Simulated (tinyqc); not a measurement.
# Worked calculation: on-chip power grid, static voltage drop by conjugate gradients

Program tinyqc, `OMP_NUM_THREADS=1 python tinyqc.py 2770114 2770115 out.jsonl`; Intel Xeon 2.30GHz, shared host, one thread, about 0.1 s. Printed values are rounded.

A grid of 4 rows and 4 columns, node k = 4 row + column. Neighbours in a row are joined by Rx, in a column by Ry; pad nodes, which reach the supply through Rp: 0, 12. Each node draws I0, node 1 draws kh I0. The drops u = Vdd - V solve G u = i, with G the conductance matrix (1/Rp added on the diagonal at pad nodes).

Parameters, values chosen for the exercise:
- Vdd = 1 V (supply voltage)
- Rx = 0.22 ohm (resistance of a horizontal segment)
- Ry = 0.25 ohm (resistance of a vertical segment)
- Rp = 0.061 ohm (resistance from a pad node to the supply)
- I0 = 11 mA (load current of an ordinary node)
- kh = 3 (factor on the load at the hot node)

## Diagonal of G, loads and first direction

G_kk = sum of the conductances at node k. Start u = 0, so the residual is r = i; p = r.

G_kk (S):
```
         col 0    col 1    col 2    col 3
row 0  24.9389  13.0909  13.0909  8.54545
row 1  12.5455  17.0909  17.0909  12.5455
row 2  12.5455  17.0909  17.0909  12.5455
row 3  24.9389  13.0909  13.0909  8.54545
```

r at the start (mA):
```
       col 0  col 1  col 2  col 3
row 0     11     33     11     11
row 1     11     11     11     11
row 2     11     11     11     11
row 3     11     11     11     11
```

p at the start (mA):
```
       col 0  col 1  col 2  col 3
row 0     11     33     11     11
row 1     11     11     11     11
row 2     11     11     11     11
row 3     11     11     11     11
```

## Iteration 1: conjugate-gradient step

u at the start (mV):
```
       col 0  col 1  col 2  col 3
row 0      0      0      0      0
row 1      0      0      0      0
row 2      0      0      0      0
row 3      0      0      0      0
```

q = G p; a = (r.r)/(p.q); u(new) = u + a p; r(new) = r - a q; b = (r.r)(new)/(r.r); p(new) = r(new) + b p.

q (mA S):
```
         col 0    col 1     col 2  col 3
row 0   80.328  288.000  -100.000  0.000
row 1    0.000  -88.000     0.000  0.000
row 2    0.000    0.000     0.000  0.000
row 3  180.328    0.000     0.000  0.000
```

a = 0.281854 ohm

u after iteration 1 (mV):
```
         col 0    col 1    col 2    col 3
row 0  3.10039  9.30118  3.10039  3.10039
row 1  3.10039  3.10039  3.10039  3.10039
row 2  3.10039  3.10039  3.10039  3.10039
row 3  3.10039  3.10039  3.10039  3.10039
```

r after iteration 1 (mA):
```
          col 0     col 1    col 2    col 3
row 0  -11.6407  -48.1739  39.1854  11.0000
row 1   11.0000   35.8031  11.0000  11.0000
row 2   11.0000   11.0000  11.0000  11.0000
row 3  -39.8261   11.0000  11.0000  11.0000
```

b = 2.82049

p after iteration 1 (mA):
```
         col 0    col 1    col 2    col 3
row 0  19.3847  44.9023  70.2108  42.0254
row 1  42.0254  66.8285  42.0254  42.0254
row 2  42.0254  42.0254  42.0254  42.0254
row 3  -8.8007  42.0254  42.0254  42.0254
```

## Iteration 2: conjugate-gradient step

As before.

q (mA S):
```
          col 0    col 1     col 2     col 3
row 0   111.230  -86.754   355.895  -128.115
row 1   -22.179  412.400  -225.483     0.000
row 2   203.304  -99.213     0.000     0.000
row 3  -578.606  231.028     0.000     0.000
```

a = 0.151142 ohm

u after iteration 2 (mV):
```
        col 0    col 1    col 2   col 3
row 0  6.0302  16.0878  13.7122  9.4522
row 1  9.4522  13.2010   9.4522  9.4522
row 2  9.4522   9.4522   9.4522  9.4522
row 3  1.7702   9.4522   9.4522  9.4522
```

r after iteration 2 (mA):
```
          col 0     col 1     col 2    col 3
row 0  -28.4522  -35.0617  -14.6055  30.3637
row 1   14.3521  -26.5281   45.0801  11.0000
row 2  -19.7279   25.9952   11.0000  11.0000
row 3   47.6258  -23.9181   11.0000  11.0000
```

b = 1.29736

p after iteration 2 (mA):
```
         col 0    col 1    col 2    col 3
row 0  -3.3033  23.1927  76.4831  84.8857
row 1  68.8742  60.1725  99.6021  65.5220
row 2  34.7941  80.5173  65.5220  65.5220
row 3  36.2081  30.6039  65.5220  65.5220
```

## Course of the conjugate-gradient iteration

Stop when |r| is below 1e-9 mA.

Course of the iteration:
```
iteration  largest u (mV)  |r| (mA)
1                 9.30118      90.5
2                 16.0878       103
3                 20.6081      72.9
4                 23.4767      51.5
5                 26.1325      26.4
6                 26.5849      17.5
7                 26.6823      5.68
8                 26.6228      1.95
9                 26.4536      2.11
10                26.3721     0.418
11                26.3625    0.0831
12                26.3630    0.0190
13                26.3633   4.72e-3
14                26.3634   1.16e-3
15                26.3635   6.17e-5
16                26.3635   < 1e-11
```

Converged in 16 iterations for 16 unknowns; in exact arithmetic the method needs at most 16. The condition number of the matrix is 54.6. Gauss-Seidel sweeps in node order need 290 to reach the same residual.

## Worst drop, pad currents and power lost

converged u (mV):
```
         col 0    col 1    col 2    col 3
row 0   6.2908  19.1435  24.0055  26.3635
row 1  14.7174  19.9738  24.1011  26.2929
row 2  14.4208  19.3373  23.6459  25.9632
row 3   5.7872  16.6416  22.7037  25.5166
```

Pad current u/Rp; worst drop as a share of Vdd; power lost in the grid and pads sum_k i_k u_k; power delivered sum_k i_k (Vdd - u_k).

worst drop = 26.3635 mV
share of Vdd = 2.63635 %
pad currents (mA): node 0 103.128, node 12 94.8722
power lost = 3.88511 mW
power delivered = 194.115 mW

The pad currents add up to the total load, 198.0 mA. The worst drop is at node 3, not at the hot node.
